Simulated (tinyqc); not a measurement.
Finnis-Sinclair potential for a bcc metal: fit to cohesion and elasticity, then vacancy, surfaces and structure: one step, computed by the program tinyqc.

E = (1/2) sum V(r) - A sqrt(rho), rho = sum phi(r), phi = (r - d)^2 for r < d, V = (r - c)^2 (c0 + c1 r + c2 r^2) for r < c. In bcc the 8 first neighbours lie at sqrt(3) a/2 and the 6 second at a; both cut-offs lie below the third shell; Omega = a^3/2; E is per atom and z the number of atoms in a shell. The four constants A, c0, c1, c2 are fitted to E_c, zero pressure, B and C12 - C44 alone, so C44 and C11 - C12 are not matched singly; defects are unrelaxed.

Question. Density sums and the constant A. rho = sum z phi, rho1 = sum z r phi', rho2 = sum z r^2 phi''. At zero pressure the effective pair part V + 2 F' phi obeys C12 = C44, so C12 - C44 = F'' (rho1/3)^2/Omega with F'' = A/(4 rho^(3/2)); this gives A.

Inputs (values chosen for the exercise, modelled on vanadium):
```
quantity             value      unit
lattice constant a    3.04  angstrom
target C12             117       GPa
target C44            42.4       GPa
density cut-off d/a  1.204         -
```

Constants: 1 eV/angstrom^3 = 160.2176634 GPa.

Give: rho; rho1; rho2; A.

Answer.

rho = 10.753 angstrom^2

rho1 = -65.903 angstrom^2

rho2 = 221.7984 angstrom^2

A = 1.9116 eV/angstrom
